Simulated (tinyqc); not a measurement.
Inside a calculation: Koster-Slater impurity in an sp3s* host. Values are carried at full precision from step to step, so a last printed digit may differ when a step is redone from the rounded ones.

sp3s* tight binding, nearest neighbours only: anion (a) at 0, cation (c) at a/4 (1,1,1), orbitals s, px, py, pz, s* on each; k in units of 2 pi/a. With phases e_j = exp(i (pi/2) k.n_j) for n = (1,1,1), (1,-1,-1), (-1,1,-1), (-1,-1,1): g0 = (e1+e2+e3+e4)/4, g1 = (e1+e2-e3-e4)/4, g2 = (e1-e2+e3-e4)/4, g3 = (e1-e2-e3+e4)/4. The diagonal holds the levels Esa, Epa, Exa (s*) and Esc, Epc, Exc. Anion-cation block: <sa|sc> = Vss g0; <sa|xc> = Vsapc g1; <xa|sc> = -Vscpa g1; <xa|xc> = Vxx g0; <xa|yc> = <ya|xc> = Vxy g3, <xa|zc> = <za|xc> = Vxy g2, <ya|zc> = <za|yc> = Vxy g1; <s*a|xc> = Vxapc g1; <xa|s*c> = -Vpaxc g1; y and z take g2 and g3 in place of g1; s-s* and s*-s* vanish.

Parameters, chosen for this exercise (out of a larger set: near a published set for InP; not measured data):
- p = (-8.522, 0.874, -1.483, 4.051, 8.234, 7.056, -5.381, 1.877, 4.236, 2.234, 5.565, 3.451, 4.498) eV (order Esa, Epa, Esc, Epc, Exa, Exc, Vss, Vxx, Vxy, Vsapc, Vscpa, Vxapc, Vpaxc)
- N = 4 (mesh)
- V = -5.5 eV (shift of the p levels)

## The gap of the host

Gaps from the top of the valence band to Gamma, to the minimum on (x,0,0) from 0.5 to 1, and to L; the smallest is Eg.

top of the valence band on the scale of the parameters = 0.0035 eV

gaps (eV): Gamma 1.4237, Delta 2.4442, L 1.8825

Eg (smallest gap of the host) = 1.4237 eV

## Where the weight lies

A defect on a cation site (c) shifts the s level there by Vs or the three p levels by Vp and leaves the rest. A level in the gap solves 1/Vs = G_s(E) (symmetry A1) or 1/Vp = G_p(E) (T2, threefold), with G(E) = (1/N^3) sum over k and bands of w/(E - e), where w is the weight of the state on the s orbital of that site, or the mean weight on its px, py, pz. Mesh: k = f1 (-1,1,1) + f2 (1,-1,1) + f3 (1,1,-1), f = (j + 1/2)/N, j = 0 to N - 1. Energies from the top of the valence band at Gamma; the s* orbital of the site is left as it is. An infinite shift removes the s or p orbitals, the model of the ideal vacancy: G(E) = 0.

For each band: mean energy over the mesh and summed weights; each column of weights adds to one.

Bands:
```
band  mean energy (eV)  s weight  p weight
1               -9.809    0.1240    0.0050
2               -5.298    0.3619    0.0160
3               -1.613    0.0050    0.0996
4               -1.281    0.0015    0.0944
5                2.383    0.2585    0.1426
6                3.533    0.1961    0.0964
7                6.201    0.0003    0.2372
8                6.509    0.0002    0.2279
9                9.296    0.0355    0.0148
10              10.102    0.0170    0.0661
```

The filled bands hold 0.492 of the s orbital and 0.215 of each p orbital of the cation. Filled states add positive terms to G in the gap and empty ones negative terms.

## Green functions across the gap

G at nine energies E = Eg j/8.

G(E) (1/eV):
```
E (eV)       G_s       G_p
0.0000  -0.08830   0.00165
0.1780  -0.10464  -0.03799
0.3559  -0.12268  -0.06550
0.5339  -0.14312  -0.08941
0.7119  -0.16689  -0.11228
0.8898  -0.19532  -0.13568
1.0678  -0.23049  -0.16109
1.2458  -0.27587  -0.19033
1.4237  -0.33800  -0.22636
```

Both fall with E, as dG/dE = -sum w/(E - e)^2 demands. G_s keeps its sign, so the vacancy has no level of this symmetry in the gap. G_p changes sign, so the vacancy has a level of this symmetry in the gap.

## A first estimate from the table

A defect that shifts the p level of its cation site by V has a level where the host Green function G_p(E) equals 1/V; E is counted from the top of the valence band. Find it by linear interpolation between the two rows that bracket it.

1/V = -0.18182 1/eV
estimated level = 1.194 eV

## The level and its weight on the defect

Solve by bisection with the full sum. The weight of the bound state on the shifted orbital is G^2/(-G'), which is also dE/dV.

level = 1.1971 eV
G'(E) = -0.17044 1/eV^2
weight on the defect orbital = 0.1940

The level lies 1.197 eV above the valence band and 0.227 eV below the conduction band. Only 19.4 % of it sits on the shifted orbital, the rest on other orbitals, so a shift of 1 eV moves the level by about 194 meV.

## Checks

- Sum of the s weights over all bands against one: both 1.00000.
- First moment of the s weights against the s level of the site, on the scale of the parameters: both -1.48300.

Run: tinyqc, `OMP_NUM_THREADS=1 python tinyqc.py 1452204 1452205 out.jsonl`; Intel(R) Xeon(R) Processor @ 2.30GHz, one thread, shared host; about 0.08 s of CPU time with all checks.
